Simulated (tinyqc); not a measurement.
Thin-body transistor below threshold, two-dimensional Poisson equation on a small mesh: two steps of the calculation.

A thin body on a thick buried insulator of low permittivity, taken as carrying no normal field at the bottom of the body (row 0). Mobile charge is neglected (subthreshold), the body is fully depleted, and potentials are counted from the intrinsic level; rows run upward to the gate, columns from source to drain.

Parameters, values chosen for the exercise; semiconductor permittivity close to that of silicon:
- eps_r = 11.6 (relative permittivity of the semiconductor)
- eox = 7.5 (relative permittivity of the insulator)
- tb = 4 nm (body thickness)
- tox = 2.1 nm (insulator thickness)
- L = 34 nm (channel length)
- Na = 0 cm^-3 (acceptor density of the depleted body)

Constants: q = 1.602176634e-19 C, eps0 = 8.8541878128e-14 F/cm where lengths are in cm. Results are converted to the units shown.

Problem 1. Coefficients of the five-point equations. Mesh: rows i = 0..2 in the semiconductor (step hs = tb/2, row 2 on the interface), then 1 step(s) ho = tox/1 up to the gate row 3; columns j = 0..4 (step hy = L/4). Box integration, divided by eps0: up_i = eps hy/h of the interval above row i, dn_i = that of the interval below (0 for row 0), lat_i = (sum of eps h/2 over the intervals above and below)/hy, s_i = -q Na w_i hy/eps0 with w_i the semiconductor height of the box (hs/2 for row 0 and the interface row, hs between, 0 in the insulator). Each free node obeys (up + dn + 2 lat) psi = up psi(above) + dn psi(below) + lat [psi(left) + psi(right)] + s.

Wanted: up; dn; lat; s.

Solution 1.

```
row,up,dn,lat,s (V)
0,49.300,0,1.3647,0
1,49.300,49.300,2.7294,0
2,30.357,49.300,2.2912,0
```

Problem 2. Over-relaxation sweep (omega = 1.37). Free nodes: rows 0..2, columns 1..3, taken row by row from row 0, left to right. t = (up psi(above) + dn psi(below) + lat [psi(left) + psi(right)] + s)/(up + dn + 2 lat), with the newest neighbours; psi(new) = psi + 1.37 (t - psi).

psi after iteration 1 (V):
```
,j=0,j=1,j=2,j=3,j=4
row 0,0.47000000,0.59500000,0.72000000,0.84500000,0.97000000
row 1,0.47000000,0.59500000,0.72000000,0.84500000,0.97000000
row 2,0.47000000,0.25681349,0.30749920,0.36801726,0.97000000
row 3,-0.09000000,-0.09000000,-0.09000000,-0.09000000,-0.09000000
```

```
row,up,dn,lat,s (V)
0,49.3,0,1.3647059,0
1,49.3,49.3,2.7294118,0
2,30.357143,49.3,2.2911765,0
```

Give: psi after iteration 2.

Solution 2.

psi after iteration 2 (V):
```
,j=0,j=1,j=2,j=3,j=4
row 0,0.4700,0.5950,0.7200,0.8450,0.9700
row 1,0.4700,0.3755,0.4444,0.5255,0.9700
row 2,0.4700,0.1906,0.2189,0.2850,0.9700
row 3,-0.0900,-0.0900,-0.0900,-0.0900,-0.0900
```

Numbers from tinyqc (`OMP_NUM_THREADS=1 python tinyqc.py 2480092 2480093 out.jsonl`; about 0.1 s on one thread of a shared Intel Xeon 2.30GHz).
